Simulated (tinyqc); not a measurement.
Bloch-Grueneisen resistivity of a metal: one step, computed by the program tinyqc. Command: `OMP_NUM_THREADS=1 python tinyqc.py 3003078 3003079 out.jsonl bg walk`. One thread of a shared host (Intel(R) Xeon(R) Processor @ 2.30GHz), about 0.01 s of CPU time with the checks.

Electrons scatter from a Debye spectrum of phonons (n = 5 for scattering within one band, n = 3 for scattering into a second, heavy band) and from static defects.

Question. Total resistivity and derived numbers. J_n(y) = int_0^y x^n e^x/(e^x - 1)^2 dx, by 96 Gauss-Legendre points (upper limit at most 60). rho_ph = (n - 1) rho_1 (T/Theta)^n J_n(Theta/T), with rho_1 = 2 pi lambda_tr k_B Theta/(hbar eps_0 w_p^2), the high-temperature line at T = Theta. rho = rho_0 + A T^2 + rho_ph. Temperature coefficient (1/rho) d rho/dT by a central difference of +/- 0.5 K; residual ratio rho(295 K)/rho(4.2 K); scattering time tau = 1/(eps_0 w_p^2 rho); Wiedemann-Franz kappa = L_0 T/rho, L_0 = (pi^2/3)(k_B/e)^2.

Inputs (values chosen for the exercise, modelled on tungsten):
```
quantity,value,unit
exponent n,5,-
Debye temperature Theta,343,K
transport coupling lambda_tr,0.25,-
Drude plasma energy hbar w_p,7.3,eV
residual resistivity rho_0,2.3,microohm cm
temperature T,40,K
coefficient A of T^2,1.2,picoohm cm/K^2
```

Addition: T^2 term.

Constants: k_B = 1.380649e-23 J/K; hbar = 1.054571817e-34 J s; eps_0 = 8.8541878128e-12 F/m; hbar = 6.582119569e-16 eV s; k_B = 8.617333262e-05 eV/K.

Give: resistivity rho; temperature coefficient; residual resistance ratio; scattering time; Wiedemann-Franz conductivity.

Answer.

resistivity rho = 2.3618 microohm cm

temperature coefficient = 2.7654 1e-3/K

residual resistance ratio = 3.2942

scattering time = 38.877 fs

Wiedemann-Franz conductivity = 41.375 W/(m K)
